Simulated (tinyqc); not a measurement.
Plane-wave Kohn-Sham cycle with exchange-only LDA in a layered model solid, step by step. One step of it, computed by the program tinyqc.

Question. Iteration 1: Hamiltonian at one k. H(m,m') = (k + G_m)^2/2 delta + V(G_m - G_m'), with V(-G) = V(G).

A solid whose potential varies along x alone (atomic units):
```
parameter                      value
period a                   10.900000
cross-section of the cell  18.000000
electrons per cell                 4
grid points                       16
plane waves -n..n, n               3
k points                           3
V1 in V1 cos(2 pi x/a)     -0.550000
V2 in V2 cos(4 pi x/a)      0.090000
```

V(G_m), m = 0, 1, 2, ... (hartree): -0.269016  -0.275000  0.045000  0.000000  0.000000  0.000000  0.000000

k = 0.000000 2 pi / a

Give: H.

Answer.

H (hartree), lower triangle:
```
         -3       -2       -1       +0       +1       +2      +3
-3   1.2263
-2  -0.2750   0.3955
-1   0.0450  -0.2750  -0.1029
+0   0.0000   0.0450  -0.2750  -0.2690
+1   0.0000   0.0000   0.0450  -0.2750  -0.1029
+2   0.0000   0.0000   0.0000   0.0450  -0.2750   0.3955
+3   0.0000   0.0000   0.0000   0.0000   0.0450  -0.2750  1.2263
```
